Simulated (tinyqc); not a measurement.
Worked calculation: plane-wave Kohn-Sham cycle with exchange-only LDA in a layered model solid. One step of it, computed by the program tinyqc.

Question. Iteration 1: levels at that k. Diagonalise the Hermitian matrix.

H (hartree):
```
           -3         -2         -1         +0         +1         +2         +3
-3   0.692208  -0.265000  -0.085000   0.000000   0.000000   0.000000   0.000000
-2  -0.265000   0.174602  -0.265000  -0.085000   0.000000   0.000000   0.000000
-1  -0.085000  -0.265000  -0.112958  -0.265000  -0.085000   0.000000   0.000000
+0   0.000000  -0.085000  -0.265000  -0.170469  -0.265000  -0.085000   0.000000
+1   0.000000   0.000000  -0.085000  -0.265000   0.002066  -0.265000  -0.085000
+2   0.000000   0.000000   0.000000  -0.085000  -0.265000   0.404649  -0.265000
+3   0.000000   0.000000   0.000000   0.000000  -0.085000  -0.265000   1.037279
```

Give: eigenvalues.

Answer.

eigenvalues (hartree): -0.633  -0.187  0.134  0.292  0.482  0.805  1.134
